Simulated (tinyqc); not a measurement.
From results back to parameters: carrier statistics of a doped semiconductor with parabolic bands. Three cases, with inputs chosen for the exercise.

Problem. With Boltzmann statistics and no minority carriers, n (n + NA)/(ND - NA - n) = K(T) = (N(T)/2) exp(-E/kB T), E the ionisation energy of the majority dopant and N = 2 (m kB T/(4 pi c))^(3/2) with c = hbar^2/2m0, in 1/angstrom^3; times 1e24 for 1/cm^3, m = m_d. The density below was computed from a hidden E.

Constants: hbar^2/2m0 = 3.80998211 eV angstrom^2; kB = 8.617333262e-05 eV/K.

Case 1.

Values chosen (near those of SiC; not measured data): ND = 1.4e+18 1/cm^3 (donors); NA = 2.6e+17 1/cm^3 (acceptors); m_d = 0.806 m0 (density-of-states mass of the majority band); Ta = 65 K.

n(Ta) = 1.2327e+14 1/cm^3

Case 2.

Values chosen (near those of GaP; not measured data): ND = 3.4e+17 1/cm^3 (donors); NA = 8.2e+12 1/cm^3 (acceptors); m_d = 1.048 m0 (density-of-states mass of the majority band); Ta = 99 K.

n(Ta) = 4.6218e+15 1/cm^3

Case 3.

Values chosen (near those of GaN; not measured data): ND = 2.3e+16 1/cm^3 (donors); NA = 1.1e+16 1/cm^3 (acceptors); m_d = 0.199 m0 (density-of-states mass of the majority band); Ta = 35 K.

n(Ta) = 2.2754e+13 1/cm^3

Find: K(Ta); E.

Solution. The left side gives K; then E = kB T ln(N/(2 K)).

Case 1.

K(Ta) = 2.81e+13 1/cm^3
E = 0.0582 eV

Case 2.

K(Ta) = 6.38e+13 1/cm^3
E = 0.0904 eV

Case 3.

K(Ta) = 2.09e+13 1/cm^3
E = 0.0231 eV

Computed by tinyqc, one run a case: `OMP_NUM_THREADS=1 python tinyqc.py N N+1 out.jsonl` with N = 1650380, 1650412, 1650530; one thread of a shared Intel(R) Xeon(R) Processor @ 2.30GHz, about 0.01 s a run at most.
